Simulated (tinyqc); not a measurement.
Worked calculation: Luttinger-Kohn k.p, four valence bands. One step of it, computed by the program tinyqc.

Problem. Bloch Hamiltonian at k. P = c g1 k^2, Q = c g2 (kx^2 + ky^2 - 2 kz^2), R = c sqrt3 [-g2 (kx^2 - ky^2) + 2i g3 kx ky], S = 2 c sqrt3 g3 (kx - i ky) kz, c = hbar^2/2m = 3.809982 eV angstrom^2; rows [P+Q, -S, R, 0], [-S*, P-Q, 0, R], [R*, 0, P-Q, S], [0, R*, S*, P+Q]. The path ends lie at |k| = 0.04 1/angstrom.

Luttinger parameters chosen for this model; energies are counted downward from the top of the valence band:

| parameter | value | unit |
|---|---|---|
| g1 | 7.650000 |  |
| g2 | 2.530000 |  |
| g3 | 3.120000 |  |

k point k (1/angstrom): -0.041000  0.024000  -0.039000

Give: H(k) at k.

Solution.

H(k) at k (eV), lower triangle (Hermitian):
```
                  3/2              1/2            -1/2    -3/2
3/2            0.1025
1/2   -0.0658+0.0385i           0.1177
-1/2  -0.0184+0.0405i           0.0000          0.1177
-3/2           0.0000  -0.0184+0.0405i  0.0658-0.0385i  0.1025
```
